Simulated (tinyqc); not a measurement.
Ways to converge the cycle: SCF convergence aids in the sto-3g basis, for H2, spin multiplicity 1. Computed by the program tinyqc with PySCF. RHF with one setting changed at a time; a run stops when the energy changes by less than 1e-09 hartree and the error matrix is below 1e-5. The start is random orbitals. Damping d keeps d of the old density; a shift (hartree) raises the virtual levels; DIIS n extrapolates F over n matrices.

Geometry (angstrom):
```
atom,x,y,z
H,0.0000,0.0000,0.0000
H,0.0000,0.0000,0.8100
```

lowest restricted solution found by these runs and by PySCF = -1.109397 hartree

Largest element of the error matrix X^T (FDS - SDF) X:
```
iteration,plain,damping 0.3,damping 0.6,shift 0.4,DIIS 3,DIIS 8
1,1.7e-01,1.7e-01,1.7e-01,1.7e-01,1.7e-01,1.7e-01
2,1.4e-02,6.0e-02,1.1e-01,5.3e-02,1.4e-02,1.4e-02
3,1.2e-03,2.1e-02,6.7e-02,1.7e-02,5.2e-06,5.2e-06
4,9.7e-05,7.7e-03,4.2e-02,5.4e-03,2.4e-06,2.4e-06
5,8.1e-06,2.7e-03,2.7e-02,1.7e-03,-,-
6,6.7e-07,9.8e-04,1.7e-02,5.6e-04,-,-
8,-,1.3e-04,6.8e-03,5.7e-05,-,-
10,-,1.6e-05,2.7e-03,5.8e-06,-,-
14,-,2.7e-07,4.4e-04,-,-,-
20,-,-,2.8e-05,-,-,-
30,-,-,2.9e-07,-,-,-
```

How each run ends:
```
run,iterations,E (hartree),state
plain,6,-1.109397,lowest found
damping 0.3,16,-1.109397,lowest found
damping 0.6,33,-1.109397,lowest found
shift 0.4,10,-1.109397,lowest found
DIIS 3,4,-1.109397,lowest found
DIIS 8,4,-1.109397,lowest found
```

What does the comparison show, and why?

6 of 6 runs reach the lowest restricted solution found, in 4 to 33 iterations (fastest: DIIS 3, DIIS 8). Plain steps already contract here, so damping only slows them. DIIS 3 and DIIS 8 gain by cancelling the error over several earlier matrices, much as a quasi-Newton step does.
